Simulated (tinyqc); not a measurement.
Implanted layer, carriers, mobility and sheet resistance: two steps of the calculation.

An n-type layer from the surface x = 0 to the junction xj, N(x) = N0 exp(-(x - Rp)^2/(2 sg^2)). Local neutrality (no depletion at surface or junction, no spilling of carriers), intrinsic carriers neglected, full ionisation of active dopants.

Parameters, values chosen for the exercise; values close to those of arsenic in silicon over a p-type background:
```
symbol,value,unit,meaning
T,350,K,temperature
Nb,6.9e16,cm^-3,background doping of the opposite type
N0,1.4e20,cm^-3,peak chemical concentration
m1,54,cm^2/(V s),mobility limit at high doping
m2,1420,cm^2/(V s),"mobility limit at low doping, at 300 K"
Nr,9.33e16,cm^-3,reference doping of the mobility law
am,0.668,,exponent of the mobility law
bt,2.4,,temperature exponent of m2
Ns,2.04e20,cm^-3,solubility limit of active dopant
sg,21,nm,straggle after annealing
Rp,28,nm,projected range
```

Constants: q = 1.602176634e-19 C. Results are converted to the units shown.

Task 1. Junction depth and local values. xj = Rp + sg sqrt(2 ln(N0/Nb)); 10 equal steps from 0 to xj. Active dopant A = min(N, Ns); n = A - Nb; mobility mu = m1 + (m2 (T/300 K)^(-bt) - m1)/(1 + ((A + Nb)/Nr)^am).

Find: xj; x; N; A; n; mu.

Result 1.

xj = 109.96 nm
x, point 0 to 10 (nm): [0.00, 11.00, 21.99, 32.99, 43.98, 54.98, 65.97, 76.97, 87.96, 98.96, 109.96]
N, point 0 to 10 (cm^-3): [5.7556e19, 1.0087e20, 1.3438e20, 1.3611e20, 1.0480e20, 6.1343e19, 2.7297e19, 9.2340e18, 2.3747e18, 4.6426e17, 6.9000e16]
A, point 0 to 10 (cm^-3): [5.7556e19, 1.0087e20, 1.3438e20, 1.3611e20, 1.0480e20, 6.1343e19, 2.7297e19, 9.2340e18, 2.3747e18, 4.6426e17, 6.9000e16]
n, point 0 to 10 (in units of 1e20 cm^-3): [0.5749, 1.0080, 1.3432, 1.3604, 1.0473, 0.6127, 0.2723, 0.0916, 0.0231, 0.0040, 0.0000]
mu, point 0 to 10 (cm^2/(V s)): [66.500, 62.633, 61.139, 61.079, 62.417, 65.987, 74.380, 94.949, 148.02, 274.47, 457.19]

The mobility runs from 61.1 to 457 cm^2/(V s).

Task 2. Sheet quantities by the trapezoid rule. Dose = integral of N, carrier sheet density = integral of n, 1/Rs = q integral of n mu, mean mobility 1/(q Rs sheet density), Hall mobility (unit Hall factor) = integral of n mu^2 over integral of n mu, Hall sheet density = (integral of n mu)^2/integral of n mu^2; all from 0 to xj.

x, point 0 to 10 (nm): [0.00000, 10.99554, 21.99108, 32.98662, 43.98216, 54.97770, 65.97324, 76.96878, 87.96432, 98.95986, 109.95540]
N, point 0 to 10 (cm^-3): [5.7555721e19, 1.0086733e20, 1.3438444e20, 1.3610808e20, 1.0479855e20, 6.1342732e19, 2.7296527e19, 9.2339632e18, 2.3746813e18, 4.6425756e17, 6.9e16]
n, point 0 to 10 (in units of 1e20 cm^-3): [0.5748672, 1.0079833, 1.3431544, 1.3603908, 1.0472955, 0.6127373, 0.2722753, 0.0916496, 0.0230568, 0.0039526, 0.0000000]
mu, point 0 to 10 (cm^2/(V s)): [66.500316, 62.632511, 61.139379, 61.079349, 62.416946, 65.986701, 74.379660, 94.948882, 148.02372, 274.46790, 457.19344]

Give: dose; carrier sheet density; Rs; mean mobility; Hall mobility; Hall sheet density.

Result 2.

dose = 6.6598e14 cm^-2
carrier sheet density = 6.6522e14 cm^-2
Rs = 146.79 ohm/square
mean mobility = 63.920 cm^2/(V s)
Hall mobility = 65.177 cm^2/(V s)
Hall sheet density = 6.5239e14 cm^-2

Carriers make up 99.9 % of the dose. A Hall measurement weights the mobile tail, so its sheet density is 1.9 % below the true one.

Computed by the program tinyqc: `OMP_NUM_THREADS=1 python tinyqc.py 2110043 2110044 out.jsonl`, one thread of a shared Intel Xeon 2.30GHz, about 0.01 s for the whole run.
